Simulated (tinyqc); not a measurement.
Rectangular fin or nanosheet with a gate all round, subbands and threshold shift from confinement: confinement against the width.

Undoped body with a flat potential across it, hard walls, transport along x. One isotropic valley (g = 1, mx = my = mz = me). Non-parabolicity enters the subband edges through E (1 + al E) = gamma, so E = 2 gamma/(1 + sqrt(1 + 4 al gamma)); motion within a subband is taken as parabolic with the band-edge mass. Energies are counted from the bulk band edge.

gamma = C pi^2 [a^2/(my (t + dl)^2) + b^2/(mz (H + dl)^2)], C = hbar^2/(2 m0). Each subband has N_k = g sqrt(2 mx m0 kB T/(pi hbar^2)); without degeneracy n = exp(EF/Vt) sum N_k exp(-E_k/Vt). Classical value Nc times t H, Nc = sum over valleys of 2 g (m m0 kB T/(2 pi hbar^2))^1.5 with m = (mx my mz)^(1/3). Threshold shift dVT = Vt ln(classical value/sum N_k exp(-E_k/Vt)). With degeneracy n = sum N_k F((EF - E_k)/Vt), F(x) = (1/sqrt(pi)) int_0^infinity u^(-1/2) du/(1 + exp(u - x)); gate: Vg = EF + q n/(Cg P), P = 2 (t + H), summed over the 60 lowest subbands at most, with Vg counted from the value that would put EF at the bulk band edge of an empty body. The last two columns are for Vg = 0.4 V; sensitivity d(dVT)/dt by central differences between 0.99 and 1.01 times the value.

Inputs (values chosen for the exercise); masses close to those of GaN:

| symbol | value | unit | meaning |
|---|---|---|---|
| T | 400 | K | temperature |
| me | 0.199 | m0 | mass at the band edge |
| al | 0.18 | 1/eV | non-parabolicity |
| dl | 0 | nm | widening of the box by penetration into the insulator |
| Cg | 3.8 | uF/cm^2 | gate capacitance per area of interface |
| H | 10.8 | nm | height (along z) |

Constants: q = 1.602176634e-19 C, kB = 1.380649e-23 J/K, hbar = 1.054571817e-34 J s, m0 = 9.1093837015e-31 kg, Vt = kB T/q, hbar^2/(2 m0) = 0.0380998212 eV nm^2. Results are converted to the units shown.

Confinement against the width:
```
t (nm),E_1 (meV),gap to the next edge (meV),dVT (mV),sensitivity (mV/nm),n/P (cm^-2),share of the lowest subband (%)
2,451.8,41.53,401.2,-387.5,1.995e11,72.80
2.7,263.0,44.08,223.4,-161.9,1.941e12,59.09
3.6,157.5,45.64,128.4,-66.78,3.175e12,49.92
4.7,99.94,46.54,80.17,-27.76,3.797e12,44.83
6.3,63.09,47.13,52.94,-10.04,4.421e12,36.35
8.4,42.65,47.47,39.65,-3.982,4.946e12,28.75
11,31.64,45.95,32.53,-1.889,5.341e12,22.95
15,24.49,24.86,27.39,-0.8753,5.703e12,17.57
20,20.85,14.03,24.25,-0.4496,5.968e12,13.62
```

Read the table: what changes, and by how much?

As t grows from 2 to 20 nm, E_1 falls from 452 to 20.8 meV and dVT falls from 401 to 24.3 mV. E_1 goes as t^(-1.80) at the thin end; a thickness error of 0.2 nm moves the threshold by 78 mV in the first row and 0.090 mV in the last. The charge per interface area rises from 1.99e11 to 5.97e12 cm^-2. For t = 2, 2.7 the body is too thin for bulk effective masses to be reliable. For t = 4.7, 6.3, 8.4, 11, 15, 20 the charge in the last two columns would bend the potential across the body noticeably, which is left out.

tinyqc, about 0.09 s, one thread, Intel Xeon 2.30GHz (shared host): `OMP_NUM_THREADS=1 python tinyqc.py 2350042 2350043 out.jsonl`
